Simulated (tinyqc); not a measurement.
Ion-assisted plasma etching: sheath, surface coverage, synergy and aspect-ratio dependence: one step, computed by the program tinyqc. Command: `OMP_NUM_THREADS=1 python tinyqc.py 3006798 3006799 out.jsonl etch walk`. One thread of a shared host (Intel(R) Xeon(R) Processor @ 2.30GHz), about 0.04 s of CPU time with the checks.

Radicals adsorb on bare sites; ions remove covered sites with a high yield and bare sites by sputtering; a slow spontaneous reaction acts everywhere, walls included.

Question. Sheath and ion angles. Debye length lambda_D = sqrt(eps_0 T_e/(e n_s)) with n_s = 0.61 n_e, T_e in volts; Child-law sheath d = (sqrt2/3) lambda_D (2 V/T_e)^(3/4); ion energy E = V + T_e/2; angular spread = arctan(sqrt(T_i/E)).

Inputs (values chosen for the exercise, close to those used for silicon dioxide in a fluorocarbon plasma):
```
quantity                    value    unit
plasma density n_e        3.8e+11  1/cm^3
electron temperature T_e      4.8      eV
sheath voltage V              200       V
ion temperature T_i          0.51      eV
```

Feature: long trench.

Constants: eps_0 = 8.8541878128e-12 F/m; e = 1.602176634e-19 C.

Give: Debye length; sheath thickness; ion energy E; angular spread.

Answer.

Debye length = 33.829 um

sheath thickness = 439.84 um

ion energy E = 202.4 eV

angular spread = 2.8737 degrees
